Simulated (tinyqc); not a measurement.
MOSFET with velocity saturation and source resistance: one step of the calculation.

Strong inversion, charge Q = Cox (Vg - m V) at channel potential V with Vg the gate overdrive, and drift velocity v = mu E/(1 + mu E/vsat). Integrating along the channel gives I = mu Cox (1/L)(Vg Vd - m Vd^2/2)/(1 + Vd/Vc) per width, Vc = vsat L/mu, which peaks at Vdsat. Units: I in uA/um, Rs in ohm um, so the drop over Rs is 1e-6 I Rs volts.

Task. Saturation without source resistance. Vg = Vgs - VT (0 if negative), mu = mu0/(1 + th Vg), Vc = vsat L/mu, x = sqrt(1 + 2 Vg/(m Vc)), Vdsat = 2 Vg/(m (1 + x)), Isat = Cox vsat Vg (x - 1)/(x + 1) per width. Long-channel limit: mu Cox Vg^2/(2 m L); short-channel limit: Cox vsat Vg.

Values chosen for this exercise:
```
symbol,value,unit,meaning
Cox,2.28,uF/cm^2,gate capacitance
mu0,100,cm^2/(V s),mobility at low gate voltage
th,0.6,1/V,mobility degradation
vsat,1e7,cm/s,saturation velocity
m,1.07,,body factor
VT,0.27,V,threshold
L,0.1,um,channel length
Vgs,1,V,gate voltage
```

Give: Vg; mu; Vc; Vdsat; Isat; long-channel limit; short-channel limit.

Result.

Vg = 0.7300 V
mu = 69.54 cm^2/(V s)
Vc = 1.438 V
Vdsat = 0.5695 V
Isat = 275.1 uA/um
long-channel limit = 394.8 uA/um
short-channel limit = 1664 uA/um

Program tinyqc, `OMP_NUM_THREADS=1 python tinyqc.py 2500059 2500060 out.jsonl`; Intel Xeon 2.30GHz, shared host, one thread, about 0.01 s.
